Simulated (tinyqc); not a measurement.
Line constants from open and short measurements.

Problem. A uniform line of length len, under a quarter wavelength, has Z_open = Zc coth(gamma len) and Z_short = Zc tanh(gamma len); gamma Zc = r + i w l and gamma/Zc = g + i w c, w = 2 pi f. Find r, l and c.

Values chosen for this exercise: length len = 3.3 mm; frequency f = 5.7 GHz.

Zin with the far end open = 0.665569-79.290512i ohm
Zin with the far end shorted = 1.876337+45.389898i ohm

Answer. The product of the two impedances is Zc^2 and their ratio tanh^2(gamma len); the principal branch holds below a quarter wavelength.

r = 0.411 ohm/mm
l = 0.329 nH/mm
c = 91.4 pF/m

Program tinyqc, `OMP_NUM_THREADS=1 python tinyqc.py 2810156 2810157 out.jsonl`; Intel Xeon 2.30GHz, shared host, one thread, about 0.01 s.
